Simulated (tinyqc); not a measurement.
# Double-gate transistor, scale length and short-channel effects: two studies

A body of thickness ts between two insulators of thickness ti and two tied gates. Below threshold the potential that source and drain add obeys Laplace's equation and vanishes on the gate. Its lowest mode decays along the channel as exp(-k y); k is the smallest positive root of the matching condition at the interface, and the scale length is Lambda = pi/k.

Inputs (values chosen for the exercise); permittivities: semiconductor made up, insulator close to that of silicon dioxide: temperature T = 400 K; relative permittivity of the semiconductor eps_r = 12.5; relative permittivity of the insulator ei = 4.02; insulator thickness ti = 1.2 nm; body thickness ts = 5.4 nm; channel length L = 22 nm; potential of the source Vbi = 0.91 V; potential of the barrier top at threshold sT = 0.67 V; drain voltage Vds = 0.8 V.

Constants: q = 1.602176634e-19 C, kB = 1.380649e-23 J/K, Vt = kB T/q. Results are converted to the units shown.

Each table varies one quantity; the others keep the values above.

## Effect of the insulator thickness

k is the smallest positive root of f(k) = ei cos(k ti) cos(k ts/2) - eps_r sin(k ti) sin(k ts/2). Along the channel psi(y) = s + a exp(y/l) + b exp(-y/l) with psi(0) = Vbi, psi(L) = Vbi + Vds and l = 1/k = Lambda/pi; with A = Vbi - s, B = A + Vds, x = exp(-L/l): a = (B - A x) x/(1 - x^2), b = (A - B x)/(1 - x^2). The minimum is s + 2 sqrt(a b), at y = (l/2) ln(b/a). The long-channel potential follows the gate as s = sT + (Vg - VTL)/m, and the threshold VT is the gate voltage at which the minimum equals sT. Swing = m Vt ln 10/g at threshold, g = d(minimum)/ds = 1 - (b x + a)/((1 + x) sqrt(a b)). DIBL = [VT(0.05 V) - VT(Vds)]/(Vds - 0.05 V). sT and Vbi are held fixed; m = 1.

Effect of the insulator thickness:
```
ti (nm)  Lambda (nm)  L/Lambda  VT - VTL at Vds (mV)  DIBL (mV/V)  swing (mV/decade)
0.4            7.720     2.850                -11.70        7.416              81.72
0.52           8.335     2.640                -16.47        10.46              82.67
0.67           9.058     2.429                -23.30        14.85              84.01
0.88           10.00     2.199                -34.22        21.92              86.13
1.1            10.92     2.014                -47.06        30.31              88.58
1.5            12.46     1.765                -73.25        47.62              93.47
1.9            13.88     1.586                -102.3        67.11              98.78
```

What does the comparison show?

As ti goes from 0.4 to 1.9 nm, Lambda rises from 7.72 to 13.9 nm, DIBL rises from 7.42 to 67.1 mV/V and the swing rises from 81.7 to 98.8 mV a decade. On average Lambda goes as ti^(0.38).

## Effect of the drain voltage

Same model as above.

The same in every row: Lambda (nm) = 11.32; L/Lambda = 1.943.

Result of one run:
```
Vds (V)  VT - VTL at Vds (mV)  DIBL (mV/V)  swing (mV/decade)
0.5                    -44.50        37.82              88.86
```

What becomes of these results when the drain voltage Vds is changed from 0.5 to 0.95 V, all else the same?

Result of the changed run:
```
Vds (V)  VT - VTL at Vds (mV)  DIBL (mV/V)  swing (mV/decade)
0.95                   -57.28        33.10              90.19
```

The whole series:
```
Vds (V)  VT - VTL at Vds (mV)  DIBL (mV/V)  swing (mV/decade)
0.2                    -33.98        43.28              87.98
0.35                   -39.54        40.17              88.41
0.5                    -44.50        37.82              88.86
0.65                   -49.05        35.95              89.31
0.8                    -53.29        34.41              89.76
0.95                   -57.28        33.10              90.19
1.1                    -61.06        31.98              90.60
```

As Vds goes from 0.2 to 1.1 V, Lambda stays at 11.3 nm, DIBL falls from 43.3 to 32.0 mV/V and the swing rises from 88.0 to 90.6 mV a decade.

Program tinyqc, `OMP_NUM_THREADS=1 python tinyqc.py 2420103 2420104 out.jsonl`; Intel Xeon 2.30GHz, shared host, one thread, about 0.01 s.
